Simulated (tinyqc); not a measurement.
# A tight-binding chain with uneven site energies, recursive Green functions: two studies

The device has N = 8 slices of 1 site(s), nearest-neighbour hopping -t, and site energies U; the leads are semi-infinite continuations with site energy 0. V = <i+1|H|i> = -t 1.

Inputs (values chosen for the exercise): hopping (matrix element -t) t = 1 eV; site energies, slice by slice U = [-0.19, 2.48, 0.86, 0.8, 1.2, -1.12, 0.89, 0.89] eV; energy E = -1.41 eV.

Each table varies one quantity; the others keep the values above.

## Effect of the strength of the potential

Sigma = t^2 g(E), g(x) = (x - i sqrt(4 t^2 - x^2))/(2 t^2) for |x| < 2 t and (x - sign(x) sqrt(x^2 - 4 t^2))/(2 t^2) otherwise; Gamma = i (Sigma - Sigma^dagger); both leads give the same. Forward pass: g_1 = (E - H_1 - Sigma)^(-1), g_i = (E - H_i - V g_(i-1) V^dagger)^(-1), with Sigma also subtracted on the last slice; G_(i,1) = g_i V G_(i-1,1), starting from g_1. H_i is the block of slice i, its site energy. T(E) = Tr[Gamma G_(N,1) Gamma G_(N,1)^dagger]. All U are multiplied by the factor sc.

Effect of the strength of the potential:
```
sc         T(E)  reflection, modes - T(E)
0        1.0000                         0
0.25    0.63784                   0.36216
0.5    0.078498                   0.92150
0.75  0.0076988                   0.99230
1     8.7654e-4                   0.99912
1.25  1.2273e-4                   0.99988
1.5   2.1244e-5                   0.99998
1.75  4.4413e-6                    1.0000
2     1.0887e-6                    1.0000
```

What does the table show?

T(E) falls from 1.00 to 1.09e-6. At sc = 0 the device equals the leads and transmits all 1 open mode(s). Between the first two non-zero rows the reflection goes as sc^(1.35); the sc^2 of weak scattering holds only at smaller sc than these rows.

## The device repeated

Same model as above.

The list U is repeated k times, so the device has k N slices.

Result of one run:
```
k       T(E)  ln T(E)
3  3.639e-10   -21.73
```

What becomes of these results when the number of repeats k is changed from 3 to 1, all else the same?

Result of the changed run:
```
k      T(E)  ln T(E)
1  8.765e-4   -7.040
```

The whole series:
```
k        T(E)  ln T(E)
1    8.765e-4   -7.040
2    5.646e-7   -14.39
3   3.639e-10   -21.73
4   2.345e-13   -29.08
5   1.511e-16   -36.43
6   9.739e-20   -43.78
8   4.045e-26   -58.47
10  1.680e-32   -73.16
12  6.976e-39   -87.86
```

T(E) falls from 8.77e-4 to 6.98e-39; over the last rows ln T(E) drops by a steady 7.35 a repeat: the energy lies in a gap of the periodic structure that the repeats form, with a decay length of 2.18 slices for the amplitude.

Numbers from tinyqc (`OMP_NUM_THREADS=1 python tinyqc.py 2660020 2660021 out.jsonl`; about 0.01 s on one thread of a shared Intel Xeon 2.30GHz).
